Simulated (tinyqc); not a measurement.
CIS on RHF in the 6-31g basis, for H2, spin multiplicity 1, step by step. One step of it, computed by the program tinyqc.

Question. CIS triplet states. Diagonalise A (1 hartree = 27.211386 eV); each vector has its largest component positive (the first on a tie).

CIS matrix A, triplet (hartree), lower triangle:
```
          1>2       1>3       1>4
1>2  0.343861
1>3  0.000000  0.868862
1>4  0.142225  0.000000  1.235527
```

Give: triplet excitation energies; lowest vectors.

Answer.

triplet excitation energies (eV): 8.7546  23.6429  34.2228

lowest vectors:
```
     state 1  state 2  state 3
1>2   0.9881   0.0000   0.1538
1>3   0.0000   1.0000   0.0000
1>4  -0.1538   0.0000   0.9881
```
